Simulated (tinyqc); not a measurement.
Cell-based percolation model of oxide breakdown: two steps of the calculation.

The oxide, of thickness n a, is cut into cubic cells. A cell is defective with the chance l = 1 - exp(-a^3 N), N = N1 (t/1 s)^al. A column of n defective cells breaks the oxide down, and the area holds M = A/a^2 independent columns: 1 - F = (1 - l^n)^M.

Values chosen for this exercise: edge of a cell a = 1.1 nm; cells across the oxide n = 2; area A = 0.013 um^2; exponent of defect growth al = 0.96; defect density after 1 s N1 = 1.6e18 cm^-3.

Question 1. Critical defect density. At F = 1 - 1/e: l_c = (1 - exp(-1/M))^(1/n), N_bd = -ln(1 - l_c)/a^3, t63 = (N_bd/N1)^(1/al). W = ln(-ln(1 - F)); for small l, W = ln M + n ln(a^3 N), so the Weibull slope is n al.

Find: thickness; M; l_c; N_bd; N_bd times thickness; t63; n al.

Answer 1.

thickness = 2.200 nm
M = 1.074e4
l_c = 0.009647
N_bd = 7.283e18 cm^-3
N_bd times thickness = 1.602e12 cm^-2
t63 = 4.849 s
n al = 1.920

Question 2. The distribution. N, l, F and W = ln(-ln(1 - F)) at each time; the slope is taken between the end points.

t, point 0 to 6 (s): 0.04  0.13  0.44  1.5  3.4  4.8  7.8

Find: N; l; F; W; slope.

Answer 2.

```
point  N (cm^-3)          l          F        W
0      7.2794e16  9.6885e-5  1.0084e-4  -9.2019
1      2.2569e17  3.0034e-4  9.6869e-4  -6.9391
2      7.2750e17  9.6784e-4   0.010013  -4.5988
3      2.3614e18  0.0031381    0.10040  -2.2462
4      5.1801e18  0.0068710    0.39784  -0.6788
5      7.2129e18  0.0095545    0.62500  -0.0194
6      1.1496e19   0.015184    0.91604   0.9072
```

slope = 1.9171

The slope is 0.15 % below n al, since l grows a little more slowly than N.

Computed by the program tinyqc: `OMP_NUM_THREADS=1 python tinyqc.py 2070121 2070122 out.jsonl`, one thread of a shared Intel Xeon 2.30GHz, about 0.01 s for the whole run.
